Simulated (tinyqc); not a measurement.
Inside a calculation. Model: Landau-Devonshire theory of a uniaxial ferroelectric. Computed by tinyqc, a small Python program that keeps every step. Command: `OMP_NUM_THREADS=1 python tinyqc.py 3011432 3011433 out.jsonl ferro walk`. One thread of a shared host (Intel(R) Xeon(R) Processor @ 2.30GHz), about 0.01 s of CPU time with the checks. Intermediate numbers are printed to about 5 digits and carried at full precision; extremes and crossings named in words are read from the listed rows.

G(P) = (alpha/2) P^2 + (beta*/4) P^4 + (gamma/6) P^6 - E P per volume, SI units, one domain, P along the polar axis, which is normal to the film.

Inputs (values chosen for the exercise, modelled on barium titanate):
```
quantity                           value             unit
alpha_0                           665000      J m/(C^2 K)
Curie-Weiss temperature T0           381                K
beta                           -7.78e+08        J m^5/C^4
gamma                           1.73e+10        J m^9/C^6
temperature T                        362                K
misfit strain u_m                -0.0082                -
electrostriction Q12              -0.043          m^4/C^2
compliance s11 + s12             5.6e-12            m^2/N
applied field E                       99             MV/m
film thickness d                      21               nm
screening length lambda           0.0059               nm
background permittivity eps_b          5                -
gradient coefficient g           1.4e-11        J m^3/C^2
series capacitance C_d               4.6  microfarad/cm^2
start of Newton steps P0/Ps          1.3                -
```

Sample: epitaxial film.

Constants: eps_0 = 8.8541878128e-12 F/m.

## Coefficients at T

alpha = alpha_0 (T - T0*), with clamping: T0* = T0 + 4 Q12 u_m/(alpha_0 (s11 + s12)), beta* = beta + 4 Q12^2/(s11 + s12).

T0* = 759.73 K

alpha = -2.6449e+08 J m/C^2

beta* = 5.4271e+08 J m^5/C^4

Compression raises T0 by 379 K. beta* > 0: the transition is of second order, although the free crystal has a first-order one.

## Spontaneous polarisation, susceptibility, coercive field

Ps^2 = [-beta* + sqrt(beta*^2 - 4 alpha gamma)]/(2 gamma). chi = 1/(eps_0 G''), G'' = alpha + 3 beta* P^2 + 5 gamma P^4 at Ps. Ps, chi and the coercive field are for perfect screening, without a depolarising field. The intrinsic coercive field is |alpha P + beta* P^3 + gamma P^5| at the P_c where G'' = 0. 1 C/m^2 = 100 microcoulomb/cm^2.

spontaneous polarisation Ps = 33.008 microcoulomb/cm^2

susceptibility chi = 120.19

well depth G(Ps) = -9.0688 MJ/m^3

P_c = 21.606 microcoulomb/cm^2

intrinsic coercive field = 43.527 MV/m

P_c/Ps = 0.655, above the 0.577 of a quartic well, as the sixth-order term matters. Real switching runs by domain nucleation at far lower fields. Caution: far below T0* the expansion with linear alpha(T) is only a fit.

## Polarisation in the field by Newton steps

Solve G'(P) = alpha P + beta* P^3 + gamma P^5 - E = 0 by P(new) = P - G'/G'' from P0; stop when the step is below 1e-11 C/m^2 (G' under 1e-6 MV/m is shown as 0).

Newton steps:
```
step  P (microcoulomb/cm^2)   G' (MV/m)  G'' (MJ m/C^2)
1                    42.910  8.2070e+01          2968.0
2                    40.145  1.0322e+01          2244.6
3                    39.685  2.4777e-01          2137.5
4                    39.674  1.5393e-04          2134.8
5                    39.674           0          2134.8
```

P at the end of the steps = 39.674 microcoulomb/cm^2

1/(eps_0 G'') there = 52.905

The linear estimate Ps + eps_0 chi E gives 43.543; the field lowers chi by 56.0 %.

## The 180-degree wall

With the term (g/2) (dP/dx)^2, (g/2) P'^2 = G(P) - G(Ps) across the wall: energy = int_(-Ps)^(Ps) sqrt(2 g [G(P) - G(Ps)]) dP (40 Gauss-Legendre points); width = 2 Ps over the slope at P = 0, sqrt(2 |G(Ps)|/g). Elastic coupling inside the wall is left out.

wall energy = 7.2901 mJ/m^2

wall width = 0.57999 nm

Caution: a wall under 0.8 nm, some two lattice spacings, wide is outside the continuum picture.

## A capacitor with imperfect screening

Between shorted electrodes with screening length lambda each, the depolarising field is -k P, k = 2 lambda/(eps_0 (d + 2 lambda eps_b)), so alpha turns into alpha + k. The polar state is the lowest uniform state while alpha + k < 0 (beta* > 0) or < 3 beta*^2/(16 gamma) (beta* < 0); setting the equality gives the critical thickness d_c.

depolarising coefficient k = 6.3284e+07 J m/C^2

polarisation of the film = 30.544 microcoulomb/cm^2

size of the depolarising field = 19.330 MV/m

critical thickness d_c = 4.9797 nm

The film keeps 93 % of Ps.

## Thickness series

Domains are left out, though they can pre-empt both the loss of P and the state at P = 0. The second and third columns are for the shorted capacitor, polar only where it is the lowest uniform state: alpha + k < 0 (beta* > 0) or < 3 beta*^2/(16 gamma) (beta* < 0). The last column is another circuit, the film in series with C_d at P = 0: 1/C = (alpha d)/(1 + alpha eps_0 eps_b) + 1/C_d, and P = 0 is locally stable while 1/C > 0; a dash marks the rest.

Against thickness:
```
d (nm)  P (microcoulomb/cm^2)  depolarising field (MV/m)  C of the stack / C_d
1                       0.000                      0.000                1.0125
2                       0.000                      0.000                1.0252
3                       0.000                      0.000                1.0383
5                       4.295                     11.315                1.0656
8                      24.823                     41.049                1.1092
15                     29.392                     26.011                1.2265
30                     31.338                     13.894                1.5856
60                     32.202                      7.146                3.8262
150                    32.692                      2.903                     -
```

The polar state appears between 3 and 5 nm (d_c = 4.98 nm), and at 150 nm P is 99.0 % of Ps. The stack exceeds C_d wherever it is stable, up to 3.83 times: the ferroelectric held at P = 0 acts as a negative capacitance.

Checks made by the program: Ps against a numerical root of G'(P)/P (relative difference below 1e-10).
